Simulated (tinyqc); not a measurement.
Film thickness from the threshold shift.

Question. Undoped body with a flat potential across it, hard walls, transport along x. One isotropic valley (g = 1, mx = my = mz = me). Non-parabolicity enters the subband edges through E (1 + al E) = gamma, so E = 2 gamma/(1 + sqrt(1 + 4 al gamma)); motion within a subband is taken as parabolic with the band-edge mass. Energies are counted from the bulk band edge. gamma = C (pi k/(t + dl))^2/mz, C = hbar^2/(2 m0). Each subband has N_k = g sqrt(mx my) m0 kB T/(pi hbar^2); without degeneracy n = exp(EF/Vt) sum N_k exp(-E_k/Vt). Classical value Nc times t, Nc = sum over valleys of 2 g (m m0 kB T/(2 pi hbar^2))^1.5 with m = (mx my mz)^(1/3). Threshold shift dVT = Vt ln(classical value/sum N_k exp(-E_k/Vt)). Find t and the lowest subband edge.

Values chosen for this exercise; masses close to those of In0.53Ga0.47As:
```
symbol,value,unit,meaning
T,400,K,temperature
me,0.0404,m0,mass at the band edge
al,1.2,1/eV,non-parabolicity
dl,0,nm,widening of the box by penetration into the insulator
```

Constants: q = 1.602176634e-19 C, kB = 1.380649e-23 J/K, hbar = 1.054571817e-34 J s, m0 = 9.1093837015e-31 kg, Vt = kB T/q, hbar^2/(2 m0) = 0.0380998212 eV nm^2. Results are converted to the units shown.

dVT = 42.207129 mV

Answer. dVT is evaluated for trial values of t with all subbands; between 1.5 and 25 nm one value matches.

t = 12.40 nm
E_1 = 56.68 meV

Program tinyqc, `OMP_NUM_THREADS=1 python tinyqc.py 2350095 2350096 out.jsonl`; Intel Xeon 2.30GHz, shared host, one thread, about 0.02 s.
